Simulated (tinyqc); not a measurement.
From results back to parameters: delta-doped layer in the Thomas-Fermi potential. Five cases, with inputs chosen for the exercise.

Problem. The depth of the well was computed from a hidden sheet density.

All donors ionised in the plane z = 0, zero temperature, energies from the Fermi level EF of the Thomas-Fermi model, which lies at the bulk band edge; c = hbar^2/2m0, q = e^2/(4 pi eps0). gv = 4 equivalent valleys, m_d = sqrt(m3^3/mz) in the plane. With n = (gv/3 pi^2)(m3 (-V)/c)^(3/2) and V'' = -(4 pi q/eps) n for z > 0, the solution is V = -b/(|z| + z0)^4 with sqrt(b) = 20/K, K = (4 pi q/eps)(gv/3 pi^2)(m3/c)^(3/2), and z0^5 = 4b/(e F0), e F0 = 2 pi q N/eps; 1e13/cm^2 = 1e-3/angstrom^2. Exchange and correlation are left out.

Constants: hbar^2/2m0 = 3.80998211 eV angstrom^2; e^2/(4 pi eps0) = 14.39964547 eV angstrom.

Case 1.

Values chosen (out of a larger set: near those of a delta-doped layer in Ge; not measured data): m3 = 0.229 m0 (density-of-states mass of a valley); mz = 0.115 m0 (mass along z); eps = 15.9 (dielectric constant).

depth = 0.057765 eV

Case 2.

Values chosen (out of a larger set: near those of a delta-doped layer in Ge; not measured data): m3 = 0.227 m0 (density-of-states mass of a valley); mz = 0.122 m0 (mass along z); eps = 15.6 (dielectric constant).

depth = 0.416940 eV

Case 3.

Values chosen (out of a larger set: near those of a delta-doped layer in Ge; not measured data): m3 = 0.227 m0 (density-of-states mass of a valley); mz = 0.122 m0 (mass along z); eps = 15.6 (dielectric constant).

depth = 0.151473 eV

Case 4.

Values chosen (out of a larger set: near those of a delta-doped layer in Ge; not measured data): m3 = 0.227 m0 (density-of-states mass of a valley); mz = 0.119 m0 (mass along z); eps = 16 (dielectric constant).

depth = 0.356722 eV

Case 5.

Values chosen (out of a larger set: near those of a delta-doped layer in Ge; not measured data): m3 = 0.211 m0 (density-of-states mass of a valley); mz = 0.119 m0 (mass along z); eps = 15.7 (dielectric constant).

depth = 0.163575 eV

Find: b; z0; N.

Solution. b does not depend on N; z0 = (b/depth)^(1/4), e F0 = 4b/z0^5 and N = eps e F0/(2 pi q).

Case 1.

b = 7.793e+05 eV angstrom^4
z0 = 60.61 angstrom
N = 0.670 x 1e13/cm^2

Case 2.

b = 7.702e+05 eV angstrom^4
z0 = 36.87 angstrom
N = 7.80 x 1e13/cm^2

Case 3.

b = 7.702e+05 eV angstrom^4
z0 = 47.49 angstrom
N = 2.20 x 1e13/cm^2

Case 4.

b = 8.102e+05 eV angstrom^4
z0 = 38.82 angstrom
N = 6.50 x 1e13/cm^2

Case 5.

b = 9.714e+05 eV angstrom^4
z0 = 49.36 angstrom
N = 2.30 x 1e13/cm^2

Computed by tinyqc, one run a case: `OMP_NUM_THREADS=1 python tinyqc.py N N+1 out.jsonl` with N = 1251658, 1251710, 1251784, 1251811, 1251832; one thread of a shared Intel(R) Xeon(R) Processor @ 2.30GHz, about 0.2 s a run at most.
